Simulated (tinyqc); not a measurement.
Length of a polyene: Hueckel, PPP and singles CI along the polyenes. Computed by the program tinyqc. Hueckel uses the same beta without repulsion; CIS keeps all single excitations and so misses the low, doubly excited 2Ag state. W is the valence ionisation energy of a centre, MN the Mataga-Nishimoto formula, f the oscillator strength.

All-trans chains of carbon centres 1.40 angstrom apart:
```
parameter,value
"beta (eV), times 1 +/- alternation",-2.590000
alternation,0.100000
W (eV),11.160000
gamma_rr (eV),10.690000
repulsion formula,Ohno
```

Gaps and excitations (eV):
```
centres,Hueckel gap,PPP orbital gap,bright singlet (CIS),f,lowest triplet (CIS)
2,5.6980,13.1099,7.3371,0.6290,4.0589
4,3.8254,10.4900,5.7654,1.1436,2.9880
6,2.9693,9.1853,4.8749,1.5852,2.4810
8,2.4862,8.4220,4.3173,1.9811,2.2110
10,2.1785,7.9317,3.9432,2.3447,2.0524
12,1.9666,7.5968,3.6799,2.6875,1.9523
```

What does the comparison show, and why?

The Hueckel gap tends to 4 x alternation x |beta| = 1.04 eV for long chains. Exchange opens the PPP orbital gap, and the attraction of electron and hole brings the bright state 3.92 eV below it at 12 centres; the triplet lies 1.73 eV lower still.
